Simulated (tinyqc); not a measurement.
What each parameter does: valley splitting of a silicon quantum well in envelope theory.

The well lies at 0 < z < L; U(z) = V0 [1/(1 + exp(z/w)) + 1/(1 + exp((L - z)/w))] - e F z, 1 mV/nm = 1e-4 eV/angstrom. The envelope psi solves -(c/ml) psi'' + U psi = E psi, c = hbar^2/2m0, by three-point differences on a grid of 0.1 angstrom from -40 to L + 40 angstrom. The two valleys at +/- k0 couple through D = C0 times the integral of exp(-i q z) U(z) psi^2, q = 2 k0 (2 pi/a), and split by Ev = 2|D|.

Random alloy: with Y(z) = Yw + (Yb - Yw) B(z), B the bracket in U, and in-plane density exp(-r^2/ad^2)/(pi ad^2), D gains a random complex part of variance sigma^2 = (C0^2/pi)(a^2 V0/(8 ad (Yb - Yw)))^2 (4/a) times the integral of psi^4 Y (1 - Y). Alone it gives a mean splitting sqrt(pi) sigma; together with the smooth part the rms splitting is 2 sqrt(|D|^2 + sigma^2).

Constants: hbar^2/2m0 = 3.80998211 eV angstrom^2.

Values chosen for the exercise (near those of a strained Si well in SiGe; shifted at random, so the results belong to these values and not to a real crystal):
- L = 62 angstrom (well width)
- V0 = 0.19 eV (conduction offset)
- ml = 0.927 m0 (mass along z)
- w = 0.6 angstrom (interface width parameter)
- F = 4.9 mV/nm (field pressing towards the upper interface)
- k0 = 0.832 2 pi/a (valley position)
- a = 5.431 angstrom (lattice constant)
- C0 = 0.259 (Bloch overlap factor)
- Yb = 0.29 (Ge share of the barrier)
- Yw = 0 (Ge share of the well)
- ad = 100 angstrom (dot radius)

Orbital spacing, psi^2 at z = L, the smooth splitting and sigma; V0 is held fixed when Yw changes.

One parameter was then changed.

Results before and after:

| case | E2 - E1 (meV) | psi^2(L) (1e-3/angstrom) | 2\|D\| (micro-eV) | sigma (micro-eV) |
|---|---|---|---|---|
| base | 25.95 | 2.770 | 29.17 | 5.5 |
| changed | 28.17 | 3.837 | 40.28 | 7.6 |

Which of these changes was made? (a) F = 7.35 mV/nm; (b) w = 0.78 angstrom; (c) Yw = 0.03; (d) ad = 140 angstrom; (e) L = 68 angstrom; (f) k0 = 0.812 2 pi/a; (g) C0 = 0.311; (h) V0 = 0.237 eV.

Answer: (a) F = 7.35 mV/nm. Of the candidates, run in turn, only this one gives the changed row.

All candidates:

| case | E2 - E1 (meV) | psi^2(L) (1e-3/angstrom) | 2\|D\| (micro-eV) | sigma (micro-eV) |
|---|---|---|---|---|
| base | 25.95 | 2.770 | 29.17 | 5.5 |
| ad = 140 angstrom | 25.95 | 2.770 | 29.17 | 4.0 |
| Yw = 0.03 | 25.95 | 2.770 | 29.17 | 87.1 |
| L = 68 angstrom | 23.09 | 2.617 | 28.98 | 5.2 |
| V0 = 0.237 eV | 26.63 | 2.216 | 30.18 | 5.5 |
| w = 0.78 angstrom | 26.09 | 2.689 | 13.58 | 6.0 |
| F = 7.35 mV/nm | 28.17 | 3.837 | 40.28 | 7.6 |
| k0 = 0.812 2 pi/a | 25.95 | 2.770 | 32.85 | 5.5 |
| C0 = 0.311 | 25.95 | 2.770 | 35.03 | 6.6 |

tinyqc: `OMP_NUM_THREADS=1 python tinyqc.py 1252501 1252502 out.jsonl`; about 0.06 s, one thread, shared Intel(R) Xeon(R) Processor @ 2.30GHz.
